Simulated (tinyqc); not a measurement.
From results back to parameters: overlap of hydrogenic dopants: pairs, impurity band and the Mott density. Four cases, with inputs chosen for the exercise.

Problem. Ry* = Ry m/eps^2, aB = a0 eps/m, and the Mott density is (0.26/aB)^3 (1/angstrom^3 = 1e24/cm^3). Binding energy and critical density come from a hidden mass and dielectric constant.

Constants: Ry = 13.60569312 eV; a0 (Bohr radius) = 0.5291772105 angstrom.

Find: aB; eps; m.

Method. aB = 0.26/n^(1/3); the product Ry* aB = Ry a0/eps gives eps, and m = a0 eps/aB.

Case 1.

binding energy = 6.24620 meV
critical density = 4.789387e+16 1/cm^3

Solution.

aB = 71.59 angstrom
eps = 16.10
m = 0.119 m0

Case 2.

binding energy = 27.13518 meV
critical density = 1.666898e+18 1/cm^3

Solution.

aB = 21.93 angstrom
eps = 12.10
m = 0.292 m0

Case 3.

binding energy = 37.51272 meV
critical density = 3.880292e+18 1/cm^3

Solution.

aB = 16.55 angstrom
eps = 11.60
m = 0.371 m0

Case 4.

binding energy = 31.20891 meV
critical density = 2.292704e+18 1/cm^3

Solution.

aB = 19.72 angstrom
eps = 11.70
m = 0.314 m0

Computed by tinyqc, one run a case: `OMP_NUM_THREADS=1 python tinyqc.py N N+1 out.jsonl` with N = 1481490, 1481524, 1481567, 1481591; one thread of a shared Intel(R) Xeon(R) Processor @ 2.30GHz, about 0.01 s a run at most.
